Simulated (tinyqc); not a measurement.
Inside a calculation. Method: MP2 on RHF in the sto-3g basis, frozen core, for BeH2, spin multiplicity 1. One step of it, computed by the program tinyqc.

Problem. Second-order Moller-Plesset energy. E2 = sum_ijab (ia|jb) [2 (ia|jb) - (ib|ja)] / (e_i + e_j - e_a - e_b) over occupied i, j and virtual a, b; the opposite-spin part is (ia|jb)^2 / denominator, the rest is same-spin, and SCS-MP2 scales them by 6/5 and 1/3.

orbital energies (hartree): MO1 -4.530328, MO2 -0.426424, MO3 -0.382631, MO4 0.208679, MO5 0.213846, MO6 0.385853, MO7 0.739328

Two-electron integrals over orbitals (pq|rs), unique and non-zero (hartree); the lowest 1 orbital is frozen and left out:
```
(22|22) 0.390332    (32|22) -0.041090   (32|32) 0.150188    (33|22) 0.381807
(33|32) 0.033719    (33|33) 0.422596    (42|22) 0.009282    (42|32) -0.001771
(42|33) 0.010096    (42|42) 0.047661    (43|22) -0.002634   (43|32) 0.013958
(43|33) 0.004764    (43|42) 0.003909    (43|43) 0.015409    (44|22) 0.354854
(44|32) 0.000083    (44|33) 0.338903    (44|42) -0.028173   (44|43) -0.004105
(44|44) 0.452660    (52|52) 0.047218    (53|52) 0.003981    (53|53) 0.013332
(54|52) -0.009507   (54|53) -0.001219   (54|54) 0.025740    (55|22) 0.356802
(55|32) 0.000078    (55|33) 0.339103    (55|42) -0.010476   (55|43) -0.001856
(55|44) 0.399968    (55|55) 0.449859    (62|22) -0.017690   (62|32) 0.012209
(62|33) -0.037639   (62|42) -0.004638   (62|43) 0.000008    (62|44) 0.056746
(62|55) 0.062780    (62|62) 0.079940    (63|22) 0.021432    (63|32) -0.087345
(63|33) -0.026905   (63|42) -0.000099   (63|43) -0.012302   (63|44) 0.011478
(63|55) 0.012423    (63|62) 0.005715    (63|63) 0.085753    (64|22) 0.002563
(64|32) -0.000863   (64|33) -0.004829   (64|42) 0.038497    (64|43) 0.005064
(64|44) -0.002384   (64|55) 0.008192    (64|62) 0.022599    (64|63) 0.004450
(64|64) 0.044116    (65|52) 0.045314    (65|53) 0.006137    (65|54) -0.006042
(65|65) 0.048237    (66|22) 0.380234    (66|32) 0.008624    (66|33) 0.394211
(66|42) 0.025020    (66|43) 0.004317    (66|44) 0.350048    (66|55) 0.357075
(66|62) -0.021108   (66|63) -0.009845   (66|64) 0.014916    (66|66) 0.406578
(72|22) 0.011648    (72|32) -0.039584   (72|33) -0.004993   (72|42) 0.003697
(72|43) -0.011678   (72|44) -0.009638   (72|55) -0.009904   (72|62) -0.017335
(72|63) 0.058739    (72|64) -0.001762   (72|66) 0.000461    (72|72) 0.058750
(73|22) -0.000832   (73|32) 0.001359    (73|33) -0.017912   (73|42) -0.016458
(73|43) -0.003376   (73|44) 0.066190    (73|55) 0.067164    (73|62) 0.073273
(73|63) 0.017216    (73|64) 0.011110    (73|66) -0.020559   (73|72) -0.008582
(73|73) 0.084631    (74|22) 0.006810    (74|32) -0.027084   (74|33) -0.006737
(74|42) -0.003322   (74|43) 0.010429    (74|44) 0.000526    (74|55) -0.000034
(74|62) -0.002701   (74|63) 0.017072    (74|64) -0.001012   (74|66) -0.002664
(74|72) 0.005214    (74|73) -0.000474   (74|74) 0.022115    (75|52) -0.003860
(75|53) 0.012951    (75|54) 0.000333    (75|65) -0.001534   (75|75) 0.016930
(76|22) -0.033857   (76|32) 0.132525    (76|33) 0.033690    (76|42) -0.002676
(76|43) 0.015648    (76|44) 0.000027    (76|55) -0.000471   (76|62) 0.009141
(76|63) -0.088317   (76|64) -0.002192   (76|66) 0.010088    (76|72) -0.048827
(76|73) -0.000577   (76|74) -0.023545   (76|76) 0.131268    (77|22) 0.408426
(77|32) -0.014439   (77|33) 0.418316    (77|42) 0.002362    (77|43) -0.001296
(77|44) 0.381280    (77|55) 0.380001    (77|62) -0.022552   (77|63) 0.006625
(77|64) -0.005561   (77|66) 0.413025    (77|72) 0.006848    (77|73) 0.001595
(77|74) 0.002181    (77|76) -0.010238   (77|77) 0.460655
```

Hartree-Fock energy = -15.52654347 hartree

Give: Terms; Pair energies; MP2 correlation energy; SCS-MP2 correlation energy; MP2 total energy.

Solution.

Terms:

| i | j | a | b | (ia\|jb) | (ib\|ja) | denominator | term |
|---|---|---|---|---|---|---|---|
| 3 | 3 | 6 | 6 | 0.0858 | 0.0858 | -1.5370 | -0.0048 |
| 2 | 2 | 6 | 6 | 0.0799 | 0.0799 | -1.6246 | -0.0039 |
| 3 | 2 | 7 | 6 | 0.0733 | 0.0587 | -1.9342 | -0.0033 |
| 2 | 3 | 6 | 7 | 0.0733 | 0.0587 | -1.9342 | -0.0033 |
| 3 | 3 | 7 | 7 | 0.0846 | 0.0846 | -2.2439 | -0.0032 |
| 2 | 2 | 4 | 4 | 0.0477 | 0.0477 | -1.2702 | -0.0018 |
| 2 | 2 | 5 | 5 | 0.0472 | 0.0472 | -1.2805 | -0.0017 |
| 2 | 2 | 7 | 7 | 0.0587 | 0.0587 | -2.3315 | -0.0015 |
| 2 | 3 | 7 | 6 | 0.0587 | 0.0733 | -1.9342 | -0.0013 |
| 3 | 2 | 6 | 7 | 0.0587 | 0.0733 | -1.9342 | -0.0013 |
| 3 | 3 | 4 | 4 | 0.0154 | 0.0154 | -1.1826 | -2.01e-04 |
| 3 | 2 | 7 | 4 | -0.0165 | -0.0117 | -1.7571 | -1.99e-04 |
| 2 | 3 | 4 | 7 | -0.0165 | -0.0117 | -1.7571 | -1.99e-04 |
| 3 | 3 | 6 | 7 | 0.0172 | 0.0172 | -1.8904 | -1.57e-04 |
| 3 | 3 | 7 | 6 | 0.0172 | 0.0172 | -1.8904 | -1.57e-04 |
| 2 | 2 | 7 | 6 | -0.0173 | -0.0173 | -1.9780 | -1.52e-04 |
| 2 | 2 | 6 | 7 | -0.0173 | -0.0173 | -1.9780 | -1.52e-04 |
| 3 | 3 | 5 | 5 | 0.0133 | 0.0133 | -1.1930 | -1.49e-04 |
| 3 | 3 | 6 | 4 | -0.0123 | -0.0123 | -1.3598 | -1.11e-04 |
| 3 | 3 | 4 | 6 | -0.0123 | -0.0123 | -1.3598 | -1.11e-04 |
| 2 | 3 | 7 | 4 | -0.0117 | -0.0165 | -1.7571 | -4.58e-05 |
| 3 | 2 | 4 | 7 | -0.0117 | -0.0165 | -1.7571 | -4.58e-05 |
| 2 | 3 | 7 | 7 | -0.0086 | -0.0086 | -2.2877 | -3.22e-05 |
| 3 | 2 | 7 | 7 | -0.0086 | -0.0086 | -2.2877 | -3.22e-05 |
| 2 | 3 | 6 | 6 | 0.0057 | 0.0057 | -1.5808 | -2.07e-05 |
| 3 | 2 | 6 | 6 | 0.0057 | 0.0057 | -1.5808 | -2.07e-05 |
| 2 | 2 | 6 | 4 | -0.0046 | -0.0046 | -1.4474 | -1.49e-05 |
| 2 | 2 | 4 | 6 | -0.0046 | -0.0046 | -1.4474 | -1.49e-05 |
| 3 | 2 | 5 | 5 | 0.0040 | 0.0040 | -1.2367 | -1.28e-05 |
| 2 | 3 | 5 | 5 | 0.0040 | 0.0040 | -1.2367 | -1.28e-05 |
| 2 | 3 | 4 | 4 | 0.0039 | 0.0039 | -1.2264 | -1.25e-05 |
| 3 | 2 | 4 | 4 | 0.0039 | 0.0039 | -1.2264 | -1.25e-05 |
| 2 | 2 | 7 | 4 | 0.0037 | 0.0037 | -1.8009 | -7.59e-06 |
| 2 | 2 | 4 | 7 | 0.0037 | 0.0037 | -1.8009 | -7.59e-06 |
| 3 | 3 | 7 | 4 | -0.0034 | -0.0034 | -1.7133 | -6.65e-06 |
| 3 | 3 | 4 | 7 | -0.0034 | -0.0034 | -1.7133 | -6.65e-06 |
| 3 | 2 | 6 | 4 | -9.90e-05 | 7.71e-06 | -1.4036 | -1.45e-08 |
| 2 | 3 | 4 | 6 | -9.90e-05 | 7.71e-06 | -1.4036 | -1.45e-08 |
| 3 | 2 | 4 | 6 | 7.71e-06 | -9.90e-05 | -1.4036 | -6.29e-10 |
| 2 | 3 | 6 | 4 | 7.71e-06 | -9.90e-05 | -1.4036 | -6.29e-10 |

Pair energies (hartree; pair i-j sums ij and ji):

| pair | opposite spin | same spin |
|---|---|---|
| 2-2 | -0.0093 | 0 |
| 3-2 | -0.0097 | -2.44e-04 |
| 3-3 | -0.0089 | 0 |

MP2 correlation energy = -0.028151 hartree

SCS-MP2 correlation energy = -0.033570 hartree

MP2 total energy = -15.554695 hartree
